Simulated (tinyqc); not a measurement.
Energy and delay of logic against supply voltage: two steps of the calculation.

One expression serves below and above threshold: I(Vg) = Ik [ln(1 + exp((Vg - VT + dd V)/(al nf Vt)))]^al, with I_on = I(V) and I_off = I(0). Gate delay td = kd C V/I_on, clock period LD td. Per gate and cycle the switching energy is act C V^2 and the leakage energy I_off V LD td. No short-circuit current, no variation. Minima are sought above 0.09 V; below a few Vt gates no longer switch and the model has no meaning.

Inputs (values chosen for the exercise); values of the order met in logic technologies: temperature T = 330 K; threshold voltage at zero drain bias VT = 0.37 V; slope factor nf = 1.31; barrier lowering per volt of supply dd = 0.1; specific current of a gate Ik = 1.6 uA; exponent of the current law al = 1.54; load capacitance of a gate C = 2.9 fF; delay factor kd = 1; logic depth LD = 30; activity factor act = 0.01; supply voltage V = 0.92 V.

Constants: q = 1.602176634e-19 C, kB = 1.380649e-23 J/K, Vt = kB T/q. Results are converted to the units shown.

Question 1. Currents, delay and energies. I_on, I_off, td, clock frequency 1/(LD td), both energies and their sum.

Wanted: I_on; I_off; td; clock frequency; switching energy; leakage energy; energy.

Answer 1.

I_on = 65.972 uA
I_off = 0.91319 nA
td = 40.441 ps
clock frequency = 0.82424 GHz
switching energy = 24.546 aJ
leakage energy = 1.0193 aJ
energy = 25.565 aJ

I_on/I_off = 72200; leakage makes up 3.99 % of the energy.

Question 2. New V. Minimum-energy supply: E(V) is the energy per gate and cycle; with h = 0.001 V, E' = (E(V + h) - E(V - h))/(2 h), E'' = (E(V - h) - 2 E(V) + E(V + h))/h^2, V(new) = V - E'/E''.

V at the start = 0.39 V

Give: E'; E''; V after iteration 1.

Answer 2.

E' = 12.66 aJ/V
E'' = 233.0 aJ/V^2
V after iteration 1 = 0.3357 V

Computed by the program tinyqc: `OMP_NUM_THREADS=1 python tinyqc.py 2082102 2082103 out.jsonl`, one thread of a shared Intel Xeon 2.30GHz, about 0.01 s for the whole run.
